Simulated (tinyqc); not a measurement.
Inside a calculation. Method: RKS/B3LYP (VWN-RPA form) in the sto-3g basis, for Li+, spin multiplicity 1. Computed by tinyqc, a small Python program that keeps every step (integrals from PySCF). Settings: charge = 1, multiplicity = 1, basis = sto-3g, energy threshold = 1e-10, iteration cap = 71, orthogonalisation = symmetric, start = Wolfsberg-Helmholz matrix, DIIS depth = 8, damping = 0.2, shift = 0.2, method = RKS, functional = b3lyp, grid = [15, 14]. Command: `OMP_NUM_THREADS=1 python tinyqc.py 23956 23957 out.jsonl` (the two numbers bound the seeds that draw the settings). One thread of a shared host (Intel(R) Xeon(R) Processor @ 2.60GHz), about 0.2 s of CPU time with the checks. Later iterations appear only in the table of the cycle.

## One-electron integrals

Geometry (angstrom):
```
atom         x         y         z
Li    0.000000  0.000000  0.000000
```

Basis sto-3g: exponents (1/bohr^2) and contraction coefficients of normalised primitives:
```
element  l (shell)   exponent  coefficient
Li           s (1)  16.119575     0.154329
Li           s (1)   2.936201     0.535328
Li           s (1)   0.794651     0.444635
Li           s (2)   0.636290    -0.099967
Li           s (2)   0.147860     0.399513
Li           s (2)   0.048089     0.700115
Li           p (3)   0.636290     0.155916
Li           p (3)   0.147860     0.607684
Li           p (3)   0.048089     0.391957
```

Overlap, kinetic and nuclear-attraction integrals over the contracted functions; the nuclear repulsion is the sum of Za Zb / Rab.

nuclear repulsion = 0 hartree

overlap S, order 1Li 1s, 1Li 2s, 1Li 2px, 1Li 2py, 1Li 2pz:
```
[[1.000000, 0.241137, 0.000000, 0.000000, 0.000000],
 [0.241137, 1.000000, 0.000000, 0.000000, 0.000000],
 [0.000000, 0.000000, 1.000000, 0.000000, 0.000000],
 [0.000000, 0.000000, 0.000000, 1.000000, 0.000000],
 [0.000000, 0.000000, 0.000000, 0.000000, 1.000000]]
```

kinetic energy T (hartree), order 1Li 1s, 1Li 2s, 1Li 2px, 1Li 2py, 1Li 2pz:
```
[[3.576786, -0.020237, 0.000000, 0.000000, 0.000000],
 [-0.020237, 0.102163, 0.000000, 0.000000, 0.000000],
 [0.000000, 0.000000, 0.319682, 0.000000, 0.000000],
 [0.000000, 0.000000, 0.000000, 0.319682, 0.000000],
 [0.000000, 0.000000, 0.000000, 0.000000, 0.319682]]
```

nuclear attraction V (hartree), order 1Li 1s, 1Li 2s, 1Li 2px, 1Li 2py, 1Li 2pz:
```
[[-7.982881, -0.964343, 0.000000, 0.000000, 0.000000],
 [-0.964343, -1.206923, 0.000000, 0.000000, 0.000000],
 [0.000000, 0.000000, -1.197261, 0.000000, 0.000000],
 [0.000000, 0.000000, 0.000000, -1.197261, 0.000000],
 [0.000000, 0.000000, 0.000000, 0.000000, -1.197261]]
```

core Hamiltonian H = T + V (hartree), order 1Li 1s, 1Li 2s, 1Li 2px, 1Li 2py, 1Li 2pz:
```
[[-4.406095, -0.984581, 0.000000, 0.000000, 0.000000],
 [-0.984581, -1.104759, 0.000000, 0.000000, 0.000000],
 [0.000000, 0.000000, -0.877579, 0.000000, 0.000000],
 [0.000000, 0.000000, 0.000000, -0.877579, 0.000000],
 [0.000000, 0.000000, 0.000000, 0.000000, -0.877579]]
```

## Two-electron integrals

Functions are numbered as in S; the eight-fold symmetry (ij|kl) = (ji|kl) = (kl|ij) leaves the list below.

Two-electron integrals (ij|kl) in chemists' order, unique and non-zero (hartree):
```
(11|11) 1.680395   (21|11) 0.265420   (21|21) 0.049941   (22|11) 0.397727
(22|21) 0.092860   (22|22) 0.290562   (31|31) 0.008981   (32|31) 0.013788
(32|32) 0.064184   (33|11) 0.396640   (33|21) 0.092880   (33|22) 0.290497
(33|33) 0.312946   (41|41) 0.008981   (42|41) 0.013788   (42|42) 0.064184
(43|43) 0.016869   (44|11) 0.396640   (44|21) 0.092880   (44|22) 0.290497
(44|33) 0.279207   (44|44) 0.312946   (51|51) 0.008981   (52|51) 0.013788
(52|52) 0.064184   (53|53) 0.016869   (54|54) 0.016869   (55|11) 0.396640
(55|21) 0.092880   (55|22) 0.290497   (55|33) 0.279207   (55|44) 0.279207
(55|55) 0.312946
```

## Orthogonalisation

S = U s U^T; symmetric (Loewdin) form X = U s^(-1/2) U^T, so that X^T S X = 1.

eigenvalues of S: [0.758863, 1.000000, 1.000000, 1.000000, 1.241137]

X, order 1Li 1s, 1Li 2s, 1Li 2px, 1Li 2py, 1Li 2pz:
```
[[1.022776, -0.125161, 0.000000, 0.000000, 0.000000],
 [-0.125161, 1.022776, 0.000000, 0.000000, 0.000000],
 [0.000000, 0.000000, 1.000000, 0.000000, 0.000000],
 [0.000000, 0.000000, 0.000000, 1.000000, 0.000000],
 [0.000000, 0.000000, 0.000000, 0.000000, 1.000000]]
```

## Starting guess

The start is the generalised Wolfsberg-Helmholz matrix (K = 1.75) built on H; D = 2 C_occ C_occ^T.

D at the start, order 1Li 1s, 1Li 2s, 1Li 2px, 1Li 2py, 1Li 2pz:
```
[[1.969590, 0.059347, 0.000000, 0.000000, 0.000000],
 [0.059347, 0.001788, 0.000000, 0.000000, 0.000000],
 [0.000000, 0.000000, 0.000000, 0.000000, 0.000000],
 [0.000000, 0.000000, 0.000000, 0.000000, 0.000000],
 [0.000000, 0.000000, 0.000000, 0.000000, 0.000000]]
```

## Iteration 1: exchange-correlation on the grid

Becke grid with 15 radial and 14 angular points per atom, points of zero weight dropped. rho = sum D_ij phi_i phi_j; V_xc,ij = sum w v_xc phi_i phi_j plus the gradient terms; v_xc is d(rho eps)/d rho at fixed gradient. Exact exchange is left to K.

The 16 grid points with the largest w rho, of 210 (bohr, atomic units):
```
x                  y          z         w       rho  |grad rho|^2     eps_xc       v_xc
0.231616    0.231616  -0.231616  0.038824  1.378041     55.500487  -0.780546  -0.891813
-0.231616   0.231616   0.231616  0.038824  1.378041     55.500487  -0.780546  -0.891813
-0.231616  -0.231616   0.231616  0.038824  1.378041     55.500487  -0.780546  -0.891813
0.231616    0.231616   0.231616  0.038824  1.378041     55.500487  -0.780546  -0.891813
0.231616   -0.231616   0.231616  0.038824  1.378041     55.500487  -0.780546  -0.891813
-0.231616  -0.231616  -0.231616  0.038824  1.378041     55.500487  -0.780546  -0.891813
0.231616   -0.231616  -0.231616  0.038824  1.378041     55.500487  -0.780546  -0.891813
-0.231616   0.231616  -0.231616  0.038824  1.378041     55.500487  -0.780546  -0.891813
0.414343   -0.414343   0.414343  0.185240  0.267133      2.111141  -0.505631  -0.539601
0.414343    0.414343  -0.414343  0.185240  0.267133      2.111141  -0.505631  -0.539601
-0.414343  -0.414343  -0.414343  0.185240  0.267133      2.111141  -0.505631  -0.539601
0.414343   -0.414343  -0.414343  0.185240  0.267133      2.111141  -0.505631  -0.539601
-0.414343   0.414343  -0.414343  0.185240  0.267133      2.111141  -0.505631  -0.539601
-0.414343   0.414343   0.414343  0.185240  0.267133      2.111141  -0.505631  -0.539601
0.414343    0.414343   0.414343  0.185240  0.267133      2.111141  -0.505631  -0.539601
-0.414343  -0.414343   0.414343  0.185240  0.267133      2.111141  -0.505631  -0.539601
```

electrons on the grid, sum of w rho = 1.999509

E_xc = sum of w rho eps_xc = -1.37094801 hartree

V_xc (hartree), order 1Li 1s, 1Li 2s, 1Li 2px, 1Li 2py, 1Li 2pz:
```
[[-0.882853, -0.114403, 0.000000, 0.000000, 0.000000],
 [-0.114403, -0.095748, 0.000000, 0.000000, 0.000000],
 [0.000000, 0.000000, -0.093999, 0.000000, 0.000000],
 [0.000000, 0.000000, 0.000000, -0.093999, 0.000000],
 [0.000000, 0.000000, 0.000000, 0.000000, -0.093999]]
```

## Iteration 1: building the Kohn-Sham matrix

J_ij = sum D_kl (ij|kl), K_ij = sum D_kl (ik|jl); F = H + J - 0.1 K + V_xc; E = tr D H + tr D J / 2 - 0.05 tr D K + E_xc + E_nn.

Coulomb J (hartree), order 1Li 1s, 1Li 2s, 1Li 2px, 1Li 2py, 1Li 2pz:
```
[[3.341905, 0.528863, 0.000000, 0.000000, 0.000000],
 [0.528863, 0.794900, 0.000000, 0.000000, 0.000000],
 [0.000000, 0.000000, 0.792761, 0.000000, 0.000000],
 [0.000000, 0.000000, 0.000000, 0.792761, 0.000000],
 [0.000000, 0.000000, 0.000000, 0.000000, 0.792761]]
```

exchange K (hartree), order 1Li 1s, 1Li 2s, 1Li 2px, 1Li 2py, 1Li 2pz:
```
[[3.341283, 0.549503, 0.000000, 0.000000, 0.000000],
 [0.549503, 0.109906, 0.000000, 0.000000, 0.000000],
 [0.000000, 0.000000, 0.019441, 0.000000, 0.000000],
 [0.000000, 0.000000, 0.000000, 0.019441, 0.000000],
 [0.000000, 0.000000, 0.000000, 0.000000, 0.019441]]
```

Kohn-Sham matrix F (hartree), order 1Li 1s, 1Li 2s, 1Li 2px, 1Li 2py, 1Li 2pz:
```
[[-2.281171, -0.625071, 0.000000, 0.000000, 0.000000],
 [-0.625071, -0.416597, 0.000000, 0.000000, 0.000000],
 [0.000000, 0.000000, -0.180760, 0.000000, 0.000000],
 [0.000000, 0.000000, 0.000000, -0.180760, 0.000000],
 [0.000000, 0.000000, 0.000000, 0.000000, -0.180760]]
```

total energy of this density = -7.17711924 hartree

This density is the starting one.

## Iteration 1: diagonalisation and new density

A level shift of 0.2 hartree raises the virtual space: F + shift (S - S D(s) S), with D(s) the density of one spin (D/2). Diagonalise F' = X^T F X, C = X C', fill 1 alpha and 1 beta electrons from the bottom; D = 2 C_occ C_occ^T; the new density keeps 0.2 of the old one (damping). Each column has its largest component positive (the first on a tie).

F' = X^T F X (hartree):
```
[[-2.228248, -0.348018, 0.000000, 0.000000, 0.000000],
 [-0.348018, -0.116006, 0.000000, 0.000000, 0.000000],
 [0.000000, 0.000000, 0.019240, 0.000000, 0.000000],
 [0.000000, 0.000000, 0.000000, 0.019240, 0.000000],
 [0.000000, 0.000000, 0.000000, 0.000000, 0.019240]]
```

orbital energies (hartree): [-2.284111, -0.060143, 0.019240, 0.019240, 0.019240]

coefficients C, order 1Li 1s, 1Li 2s, 1Li 2px, 1Li 2py, 1Li 2pz:
```
[[0.990013, -0.285677, 0.000000, 0.000000, 0.000000],
 [0.038519, 1.029686, 0.000000, 0.000000, 0.000000],
 [0.000000, 0.000000, -0.059322, 0.031740, 0.997734],
 [0.000000, 0.000000, -0.601672, 0.796402, -0.061108],
 [0.000000, 0.000000, 0.796537, 0.603934, 0.028147]]
```

D after iteration 1, order 1Li 1s, 1Li 2s, 1Li 2px, 1Li 2py, 1Li 2pz:
```
[[1.962118, 0.072884, 0.000000, 0.000000, 0.000000],
 [0.072884, 0.002732, 0.000000, 0.000000, 0.000000],
 [0.000000, 0.000000, 0.000000, 0.000000, 0.000000],
 [0.000000, 0.000000, 0.000000, 0.000000, 0.000000],
 [0.000000, 0.000000, 0.000000, 0.000000, 0.000000]]
```

Within a degenerate level the vectors are fixed only up to a rotation; this is one choice.

## Iteration 2: exchange-correlation on the grid

As before.

The 16 grid points with the largest w rho, of 210 (bohr, atomic units):
```
x                  y          z         w       rho  |grad rho|^2     eps_xc       v_xc
0.231616    0.231616  -0.231616  0.038824  1.374456     55.141457  -0.779922  -0.891081
-0.231616   0.231616   0.231616  0.038824  1.374456     55.141457  -0.779922  -0.891081
-0.231616  -0.231616   0.231616  0.038824  1.374456     55.141457  -0.779922  -0.891081
0.231616    0.231616   0.231616  0.038824  1.374456     55.141457  -0.779922  -0.891081
0.231616   -0.231616   0.231616  0.038824  1.374456     55.141457  -0.779922  -0.891081
-0.231616  -0.231616  -0.231616  0.038824  1.374456     55.141457  -0.779922  -0.891081
0.231616   -0.231616  -0.231616  0.038824  1.374456     55.141457  -0.779922  -0.891081
-0.231616   0.231616  -0.231616  0.038824  1.374456     55.141457  -0.779922  -0.891081
0.414343   -0.414343   0.414343  0.185240  0.266894      2.100760  -0.505360  -0.539410
0.414343    0.414343  -0.414343  0.185240  0.266894      2.100760  -0.505360  -0.539410
-0.414343  -0.414343  -0.414343  0.185240  0.266894      2.100760  -0.505360  -0.539410
0.414343   -0.414343  -0.414343  0.185240  0.266894      2.100760  -0.505360  -0.539410
-0.414343   0.414343  -0.414343  0.185240  0.266894      2.100760  -0.505360  -0.539410
-0.414343   0.414343   0.414343  0.185240  0.266894      2.100760  -0.505360  -0.539410
0.414343    0.414343   0.414343  0.185240  0.266894      2.100760  -0.505360  -0.539410
-0.414343  -0.414343   0.414343  0.185240  0.266894      2.100760  -0.505360  -0.539410
```

electrons on the grid, sum of w rho = 1.999511

E_xc = sum of w rho eps_xc = -1.36754163 hartree

V_xc (hartree), order 1Li 1s, 1Li 2s, 1Li 2px, 1Li 2py, 1Li 2pz:
```
[[-0.882335, -0.114404, 0.000000, 0.000000, 0.000000],
 [-0.114404, -0.096799, 0.000000, 0.000000, 0.000000],
 [0.000000, 0.000000, -0.095072, 0.000000, 0.000000],
 [0.000000, 0.000000, 0.000000, -0.095072, 0.000000],
 [0.000000, 0.000000, 0.000000, 0.000000, -0.095072]]
```

## Iteration 2: building the Kohn-Sham matrix

As before.

Coulomb J (hartree), order 1Li 1s, 1Li 2s, 1Li 2px, 1Li 2py, 1Li 2pz:
```
[[3.336910, 0.528320, 0.000000, 0.000000, 0.000000],
 [0.528320, 0.794717, 0.000000, 0.000000, 0.000000],
 [0.000000, 0.000000, 0.792586, 0.000000, 0.000000],
 [0.000000, 0.000000, 0.000000, 0.792586, 0.000000],
 [0.000000, 0.000000, 0.000000, 0.000000, 0.792586]]
```

exchange K (hartree), order 1Li 1s, 1Li 2s, 1Li 2px, 1Li 2py, 1Li 2pz:
```
[[3.335960, 0.553668, 0.000000, 0.000000, 0.000000],
 [0.553668, 0.112321, 0.000000, 0.000000, 0.000000],
 [0.000000, 0.000000, 0.019808, 0.000000, 0.000000],
 [0.000000, 0.000000, 0.000000, 0.019808, 0.000000],
 [0.000000, 0.000000, 0.000000, 0.000000, 0.019808]]
```

Kohn-Sham matrix F (hartree), order 1Li 1s, 1Li 2s, 1Li 2px, 1Li 2py, 1Li 2pz:
```
[[-2.285116, -0.626032, 0.000000, 0.000000, 0.000000],
 [-0.626032, -0.418073, 0.000000, 0.000000, 0.000000],
 [0.000000, 0.000000, -0.182045, 0.000000, 0.000000],
 [0.000000, 0.000000, 0.000000, -0.182045, 0.000000],
 [0.000000, 0.000000, 0.000000, 0.000000, -0.182045]]
```

total energy of this density = -7.17738977 hartree

This density is a damped mixture and is not idempotent.

## Iteration 2: DIIS over 2 matrices

error matrix X^T (FDS - SDF) X:
```
[[0.000000, 0.009953, 0.000000, 0.000000, 0.000000],
 [-0.009953, 0.000000, 0.000000, 0.000000, 0.000000],
 [0.000000, 0.000000, 0.000000, 0.000000, 0.000000],
 [0.000000, 0.000000, 0.000000, 0.000000, 0.000000],
 [0.000000, 0.000000, 0.000000, 0.000000, 0.000000]]
```

B (overlaps of the stored error matrices):
```
[[2.7700412e-03, 7.4081710e-04],
 [7.4081710e-04, 1.9812340e-04]]
```

Minimise |sum c_i e_i|^2 with sum c_i = 1: solve [B -1; -1 0][c; lambda] = [0; -1] with B_ij = tr e_i^T e_j, and take F = sum c_i F_i.

DIIS coefficients: [-0.365074, 1.365074]

extrapolated F (hartree), order 1Li 1s, 1Li 2s, 1Li 2px, 1Li 2py, 1Li 2pz:
```
[[-2.286556, -0.626383, 0.000000, 0.000000, 0.000000],
 [-0.626383, -0.418612, 0.000000, 0.000000, 0.000000],
 [0.000000, 0.000000, -0.182514, 0.000000, 0.000000],
 [0.000000, 0.000000, 0.000000, -0.182514, 0.000000],
 [0.000000, 0.000000, 0.000000, 0.000000, -0.182514]]
```

## Iteration 2: diagonalisation and new density

As before.

F' = X^T F X (hartree):
```
[[-2.233168, -0.349738, 0.000000, 0.000000, 0.000000],
 [-0.349738, -0.118271, 0.000000, 0.000000, 0.000000],
 [0.000000, 0.000000, 0.017486, 0.000000, 0.000000],
 [0.000000, 0.000000, 0.000000, 0.017486, 0.000000],
 [0.000000, 0.000000, 0.000000, 0.000000, 0.017486]]
```

orbital energies (hartree): [-2.289503, -0.061936, 0.017486, 0.017486, 0.017486]

coefficients C, order 1Li 1s, 1Li 2s, 1Li 2px, 1Li 2py, 1Li 2pz:
```
[[0.989856, -0.286219, 0.000000, 0.000000, 0.000000],
 [0.039082, 1.029665, 0.000000, 0.000000, 0.000000],
 [0.000000, 0.000000, 0.999769, -0.006544, -0.020490],
 [0.000000, 0.000000, 0.021392, 0.401811, 0.915473],
 [0.000000, 0.000000, -0.002242, 0.915699, -0.401858]]
```

D after iteration 2, order 1Li 1s, 1Li 2s, 1Li 2px, 1Li 2py, 1Li 2pz:
```
[[1.960128, 0.076474, 0.000000, 0.000000, 0.000000],
 [0.076474, 0.002990, 0.000000, 0.000000, 0.000000],
 [0.000000, 0.000000, 0.000000, 0.000000, 0.000000],
 [0.000000, 0.000000, 0.000000, 0.000000, 0.000000],
 [0.000000, 0.000000, 0.000000, 0.000000, 0.000000]]
```

Within a degenerate level the vectors are fixed only up to a rotation; this is one choice.

## Iteration 12 (converged): orbitals

converged F (hartree), order 1Li 1s, 1Li 2s, 1Li 2px, 1Li 2py, 1Li 2pz:
```
[[-2.286565, -0.626383, 0.000000, 0.000000, 0.000000],
 [-0.626383, -0.418565, 0.000000, 0.000000, 0.000000],
 [0.000000, 0.000000, -0.182467, 0.000000, 0.000000],
 [0.000000, 0.000000, 0.000000, -0.182467, 0.000000],
 [0.000000, 0.000000, 0.000000, 0.000000, -0.182467]]
```

Diagonalise F' = X^T F X, C = X C', fill 1 alpha and 1 beta electrons from the bottom; D = 2 C_occ C_occ^T. Each column has its largest component positive (the first on a tie).

F' = X^T F X (hartree):
```
[[-2.238099, -0.318765, 0.000000, 0.000000, 0.000000],
 [-0.318765, -0.313300, 0.000000, 0.000000, 0.000000],
 [0.000000, 0.000000, -0.182467, 0.000000, 0.000000],
 [0.000000, 0.000000, 0.000000, -0.182467, 0.000000],
 [0.000000, 0.000000, 0.000000, 0.000000, -0.182467]]
```

orbital energies (hartree): [-2.289516, -0.261883, -0.182467, -0.182467, -0.182467]

coefficients C, order 1Li 1s, 1Li 2s, 1Li 2px, 1Li 2py, 1Li 2pz:
```
[[0.989794, -0.286433, 0.000000, 0.000000, 0.000000],
 [0.039305, 1.029656, 0.000000, 0.000000, 0.000000],
 [0.000000, 0.000000, 0.271462, -0.024344, 0.962141],
 [0.000000, 0.000000, 0.552608, 0.822417, -0.135107],
 [0.000000, 0.000000, 0.787992, -0.568364, -0.236708]]
```

D after iteration 12, order 1Li 1s, 1Li 2s, 1Li 2px, 1Li 2py, 1Li 2pz:
```
[[1.959385, 0.077809, 0.000000, 0.000000, 0.000000],
 [0.077809, 0.003090, 0.000000, 0.000000, 0.000000],
 [0.000000, 0.000000, 0.000000, 0.000000, 0.000000],
 [0.000000, 0.000000, 0.000000, 0.000000, 0.000000],
 [0.000000, 0.000000, 0.000000, 0.000000, 0.000000]]
```

Within a degenerate level the vectors are fixed only up to a rotation; this is one choice.

## Convergence

Stop when the energy changes by less than 1e-10 hartree and every element of the error matrix X^T (F D S - S D F) X is below 3e-06.

Course of the cycle:
```
iteration  E (hartree)     change  largest element of the error matrix
1          -7.17711924          -                             3.72e-02
2          -7.17738977  -2.71e-04                             9.95e-03
3          -7.17744538  -5.56e-05                             2.70e-03
4          -7.17745662  -1.12e-05                             7.31e-04
5          -7.17745888  -2.26e-06                             1.96e-04
6          -7.17745933  -4.52e-07                             5.18e-05
7          -7.17745942  -9.05e-08                             1.28e-05
8          -7.17745944  -1.81e-08                             2.45e-06
9          -7.17745945  -3.62e-09                             1.96e-07
10         -7.17745945  -7.24e-10                             1.60e-07
11         -7.17745945  -1.45e-10                             6.09e-08
12         -7.17745945  -2.90e-11                             1.96e-08
```

PySCF RKS in the same basis, fine grid = -7.17834158 hartree

Converged in 12 iterations. The coarse grid moves the energy by +8.82e-04 hartree.

## Populations

Mulliken: Z minus the diagonal of D S on the atom; Loewdin: the same with S^(1/2) D S^(1/2).

Charges (e):
```
atom  Mulliken   Loewdin
1Li   1.000000  1.000000
```
